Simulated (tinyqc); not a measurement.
Schottky barrier with interface states (Cowley-Sze model), image lowering and contact resistance: one step, computed by the program tinyqc. Command: `OMP_NUM_THREADS=1 python tinyqc.py 3008044 3008045 out.jsonl pinning walk`. One thread of a shared host (Intel(R) Xeon(R) Processor @ 2.30GHz), about 0.01 s of CPU time with the checks.

An n-type semiconductor under a metal. The barrier lies between the Schottky-Mott limit phi_M - chi and the Bardeen limit E_g - E_n, E_n being the neutrality level of the interface states; the space-charge term of the full Cowley-Sze expression is left out.

Task: Tunnelling scale and contact resistivity. A* = 4 pi e m_e M_c k_B^2/h^3 (a simple valley count); J_s = A* T^2 exp(-phi/k_B T). E_00 = (e hbar/2) sqrt(N/(m_e eps_s eps_0)), E_0 = E_00 coth(E_00/k_B T); scaling form of the contact resistivity rho_c = (k_B/(e A* T)) exp(phi_B/E_0), which is the thermionic result when E_00 << k_B T and keeps only the leading exponential of tunnelling when E_00 >> k_B T; image lowering is left out of it.

Inputs (values chosen for the exercise, for a model semiconductor):
```
quantity                     value   unit
dielectric constant eps_s     17.4      -
electron mass m_e            0.032    m_0
valleys M_c                      1      -
donor density N            2.3e+19  cm^-3
temperature T                  300      K
```

Pinning factor from: interface states.

barrier phi_B = 0.3256456 eV

Constants: k_B = 8.617333262e-05 eV/K; hbar = 1.054571817e-34 J s; m_0 = 9.1093837015e-31 kg; eps_0 = 8.8541878128e-12 F/m; e = 1.602176634e-19 C; k_B = 1.380649e-23 J/K; h = 6.62607015e-34 J s.

Give: E_00; E_00/k_B T; E_0; contact resistivity rho_c.

Result:

E_00 = 0.11933 eV

E_00/k_B T = 4.6158

E_0 = 0.11935 eV

contact resistivity rho_c = 1.1435e-06 ohm cm^2

With the usual bounds 0.5 and 5 on E_00/k_B T the regime is thermionic-field emission. Caution: outside the thermionic regime the prefactor of rho_c is only an order-of-magnitude estimate.
